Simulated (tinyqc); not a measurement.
Gas flow in a process chamber: flow regimes, conductance, effective pumping speed, pump-down, outgassing and purge: one step, computed by the program tinyqc.

Ideal gas, isothermal flow, a pump of constant speed at the end of a round pipe; process gas, volume gas and outgassing are given the same properties. 1 sccm = 101325 Pa x 1e-6 m^3/60 s x T/273.15 K.

Task: Molecular flow. Mean speed c = sqrt(8 k_B T/(pi m)); aperture conductance C_a = c pi d^2/16; molecular pipe C_m = C_a/(1 + 3 l/(4 d)) (Dushman form); viscous pipe C_v = pi d^4 p_mean/(128 eta l); Knudsen interpolation C = C_v + C_m (1 + x)/(1 + 1.24 x), x = d p_mean sqrt(m/(k_B T))/eta. Effective speed 1/S_eff = 1/S + 1/C_m; time constant V/S_eff; pressure at which the free path k_B T/(sqrt2 pi d_m^2 p) equals d.

Inputs (values chosen for the exercise, modelled on nitrogen near room temperature):
```
quantity,value,unit
molar mass M,28.01,g/mol
molecular diameter,0.37,nm
temperature T,293,K
chamber volume V,7.6,L
pipe diameter d,4,cm
pipe length l,180,cm
pump speed S,11,L/s
```

Constants: k_B = 1.380649e-23 J/K; u = 1.6605390666e-27 kg.

Give: mean speed c; C_a; C_m; S_eff in molecular flow; time constant; pressure where the free path equals d.

Result:

mean speed c = 470.6 m/s

C_a = 147.8 L/s

C_m = 4.255 L/s

S_eff in molecular flow = 3.068 L/s

time constant = 2.477 s

pressure where the free path equals d = 0.1663 Pa

The pipe passes on 28 % of the pump speed; a larger pump would gain little, since S_eff cannot exceed C_m.
